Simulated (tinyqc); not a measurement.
Line shape against size: Raman line shape of confined optical phonons and breathing modes of small crystals. Computed by tinyqc, a small Python program. Command: `OMP_NUM_THREADS=1 python tinyqc.py 3009583 3009584 out.jsonl confine walk`. One thread of a shared host (Intel(R) Xeon(R) Processor @ 2.30GHz), about 0.02 s of CPU time with the checks.

Confinement in 2 direction(s) lets phonons with q away from zero scatter light. q is in units of 2 pi/a, from 0 to 1, and the branch is isotropic: omega(q)^2 = (omega_0^2 + omega_X^2)/2 + ((omega_0^2 - omega_X^2)/2) cos(pi q). The model and its constant beta are phenomenological; beta = 8 is the common choice.

Inputs (values chosen for the exercise, modelled on diamond):
```
quantity                                value      unit
bulk frequency omega_0                   1332      1/cm
frequency at the zone boundary omega_X   1140      1/cm
natural width Gamma_0                     2.1      1/cm
lattice constant a                      3.567  angstrom
size L                                     13        nm
confinement constant beta                   3         -
```

Shape: wire.

Method:
- Weight W(q) = q^1 exp(-(2 L q/a)^2/(2 beta)) dq, that is exp(-k^2 L^2/(2 beta pi^2)) for k = 2 pi q/a.
- Width q_c = a sqrt(2 beta)/(2 L), where the exponential falls to 1/e; curvature of the branch: omega(q) = omega_0 - c q^2, c = pi^2 (omega_0^2 - omega_X^2)/(8 omega_0); for small q_c the mean of q^2 is (number of confined directions) q_c^2/2, and the mean shift is -c times that.
- I(omega) = int W(q) / [(omega - omega(q))^2 + (Gamma_0/2)^2] dq / int W dq x (Gamma_0/2)^2, by 400 Gauss-Legendre points on 0 < q < min(1, 2.5 a sqrt(2 beta)/L).
- The peak is the maximum of I; the width is taken between the half-maximum points, and the asymmetry is the low-side half-width over the high-side one.

mean shift, quadratic estimate = -0.496439 1/cm

Line shape:
```
L (nm)  peak shift (1/cm)  full width (1/cm)  asymmetry  mean shift, quadratic estimate (1/cm)
3                  -1.983             10.995     3.7155                                -9.3220
3.6               -1.6563             8.4123     3.1041                                -6.4736
4.4               -1.3547             6.4096     2.5586                                -4.3336
5.5                -1.076             4.8888     2.0832                                -2.7735
7                 -0.8275             3.8042     1.6976                                -1.7122
10               -0.53897             2.8655     1.3207                               -0.83898
15               -0.30419             2.3595     1.0995                               -0.37288
25               -0.12765             2.1469     1.0118                               -0.13424
```

What follows from these numbers?

The peak shift falls with exponent -0.99 at the small end and -1.70 at the large end. For still larger L it tends to the mean shift, which goes as 1/L^2; the ratio is 0.21 in the first row and 0.95 in the last. The width exceeds Gamma_0 by over 10 % for L up to 15 nm. In a wire the factor q lowers the weight at q = 0.

Extremes, crossings and ranges named in words are read from the listed rows.
